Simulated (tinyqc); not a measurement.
# Nanowire ballistic transistor, top-of-the-barrier model: several studies

At the top of the source barrier, states moving towards the drain are filled by the source (Fermi level 0) and states moving back by the drain (Fermi level -q Vd); nothing scatters. U is the shift of the band edge there, set by the capacitances CG, CD and CS (the total) and by the charge. Parabolic one-dimensional subband; the source is grounded.

Inputs (values chosen for the exercise); mass and valleys close to those of a monolayer dichalcogenide:
```
symbol,value,unit,meaning
T,300,K,temperature
m,0.505,m0,effective mass
gv,2,,valley degeneracy
eox,7.5,,relative permittivity of the gate insulator
tox,1.4,nm,insulator thickness
d,3,nm,wire diameter
aG,0.77,,gate control CG/CS
aD,0.083,,drain control CD/CS
E0,0.26,eV,band edge at the barrier top above the source Fermi level at zero bias
```

Constants: q = 1.602176634e-19 C, kB = 1.380649e-23 J/K, hbar = 1.054571817e-34 J s, h = 6.62607015e-34 J s, m0 = 9.1093837015e-31 kg, Vt = kB T/q, eps0 = 8.8541878128e-14 F/cm where lengths are in cm. Results are converted to the units shown.

Each table varies one quantity; the others keep the values above.

## Effect of the drain control CD/CS

N0 = gv sqrt(2 m kB T/pi)/hbar, CG = 2 pi eps0 eox/ln(1 + 2 tox/d), CS = CG/aG, n0 = n at U = 0 and Vd = 0. eta1 = -(E0 + U)/Vt, eta2 = eta1 - Vd/Vt, n = (N0/2)[F_(-1/2)(eta1) + F_(-1/2)(eta2)], F_(-1/2)(x) = (1/sqrt(pi)) int_0^infinity u^(-1/2)/(1 + exp(u - x)) du. U = UL + q (n - n0)/CS with UL = -(aG Vg + aD Vd), energies in eV. I = gv (2 q^2/h) Vt [ln(1 + exp eta1) - ln(1 + exp eta2)]. CQ = (q/Vt) dn/d(eta1). E0 is held fixed.

In this table Vg = 0.7 V, Vd = 0.7 V.

Result of one run:
```
aD     eta1  n (cm^-1)  I (uA)  mean velocity I/(q n) (cm/s)    CQ/CS
0.1  6.4468   9.3547e6  25.833                      1.7236e7  0.57509
```

What becomes of these results when the drain control CD/CS aD is changed from 0.1 to 0.12, all else the same?

Result of the changed run:
```
aD      eta1  n (cm^-1)  I (uA)  mean velocity I/(q n) (cm/s)    CQ/CS
0.12  6.7925   9.6144e6  27.216                      1.7668e7  0.55790
```

The whole series:
```
aD      eta1  n (cm^-1)  I (uA)  mean velocity I/(q n) (cm/s)    CQ/CS
0     4.7822   7.9713e6  19.191                      1.5027e7  0.68784
0.02  5.1056   8.2605e6  20.478                      1.5473e7  0.66106
0.04  5.4341   8.5431e6  21.787                      1.5917e7  0.63659
0.06  5.7673   8.8194e6  23.117                      1.6360e7  0.61424
0.08  6.1050   9.0898e6  24.466                      1.6800e7  0.59380
0.1   6.4468   9.3547e6  25.833                      1.7236e7  0.57509
0.12  6.7925   9.6144e6  27.216                      1.7668e7  0.55790
0.14  7.1420   9.8692e6  28.614                      1.8096e7  0.54207
```

As aD goes from 0 to 0.14, n rises from 7.97e6 to 9.87e6 cm^-1, the mean velocity rises from 1.50e7 to 1.81e7 cm/s and the current rises from 19.2 to 28.6 uA. CQ/CS goes from 0.69 to 0.54.

## Effect of the insulator thickness

Same model as above.

CQ = (q/Vt) dn/d(eta1). E0 is held fixed.

In this table Vg = 0.7 V, Vd = 0.7 V.

Effect of the insulator thickness:
```
tox (nm)   eta1  n (cm^-1)  I (uA)  mean velocity I/(q n) (cm/s)   CQ/CS
0.5       9.316    1.132e7   37.32                       2.058e7  0.2042
0.74      8.183    1.059e7   32.78                       1.932e7  0.3055
1.1       6.929    9.714e6   27.76                       1.784e7  0.4602
1.6       5.738    8.795e6   23.00                       1.632e7  0.6785
2.4       4.557    7.763e6   18.30                       1.471e7   1.027
3.6       3.569    6.767e6   14.41                       1.329e7   1.517
5.4       2.793    5.871e6   11.43                       1.215e7   2.143
8         2.214    5.128e6   9.287                       1.130e7   2.832
```

Read the table: what changes, and by how much?

As tox goes from 0.5 to 8 nm, n falls from 1.13e7 to 5.13e6 cm^-1, the mean velocity falls from 2.06e7 to 1.13e7 cm/s and the current falls from 37.3 to 9.29 uA. CQ/CS goes from 0.20 to 2.8. Over the range the current goes as tox^(-0.50) on average. At tox = 0.5 nm higher subbands of the wire, left out here, could begin to fill. For tox = 0.5 to 0.74 nm the insulator is under 1 nm thick, where gate tunnelling would matter.

## Effect of the band edge at the barrier top above the source Fermi level at zero bias

Same model as above.

CQ = (q/Vt) dn/d(eta1).

In this table Vg = 0.7 V, Vd = 0.7 V.

Effect of the band edge at the barrier top above the source Fermi level at zero bias:
```
E0 (eV)    eta1  n (cm^-1)  I (uA)  mean velocity I/(q n) (cm/s)    CQ/CS
0.1      10.335   1.1932e7  41.402                      2.1658e7  0.44272
0.15     8.9499   1.1087e7  35.855                      2.0184e7  0.47819
0.2      7.6509   1.0228e7  30.652                      1.8705e7  0.52137
0.25     6.4003   9.3191e6  25.647                      1.7177e7  0.57753
0.3      5.2012   8.3438e6  20.859                      1.5603e7  0.65367
0.35     4.0654   7.2851e6  16.354                      1.4012e7  0.75836
0.4      3.0046   6.1268e6  12.231                      1.2459e7  0.89456
0.45     2.0215   4.8656e6  8.5965                      1.1027e7   1.0384
```

What does the comparison show?

As E0 goes from 0.1 to 0.45 eV, n falls from 1.19e7 to 4.87e6 cm^-1, the mean velocity falls from 2.17e7 to 1.10e7 cm/s and the current falls from 41.4 to 8.60 uA. CQ/CS goes from 0.44 to 1.0. For E0 = 0.1 to 0.15 eV higher subbands of the wire, left out here, could begin to fill.

Program tinyqc, `OMP_NUM_THREADS=1 python tinyqc.py 2400082 2400083 out.jsonl`; Intel Xeon 2.30GHz, shared host, one thread, about 0.04 s.
